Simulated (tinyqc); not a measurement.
Stress from a rosette of three resistors.

Inverse problem. In the (001) plane dR/R(0) = p11 sxx + p12 syy, dR/R(90) = p12 sxx + p11 syy and dR/R(45) = (p11 + p12)(sxx + syy)/2 + p44 sxy. Find the three stresses.

Inputs (values chosen for the exercise): piezoresistive coefficient p11 = 6.5 x 1e-11/Pa; piezoresistive coefficient p12 = -1.07 x 1e-11/Pa; piezoresistive coefficient p44 = 134 x 1e-11/Pa.

dR/R at 0, 45 and 90 degrees (%): 1.2953200  3.8088350  -0.37765000

Solution. The first and third give sxx and syy; the 45-degree value less their mean is p44 sxy.

sxx = 195.0 MPa
syy = -26.00 MPa
sxy = 25.00 MPa

Program tinyqc, `OMP_NUM_THREADS=1 python tinyqc.py 2530077 2530078 out.jsonl`; Intel Xeon 2.30GHz, shared host, one thread, about 0.01 s.
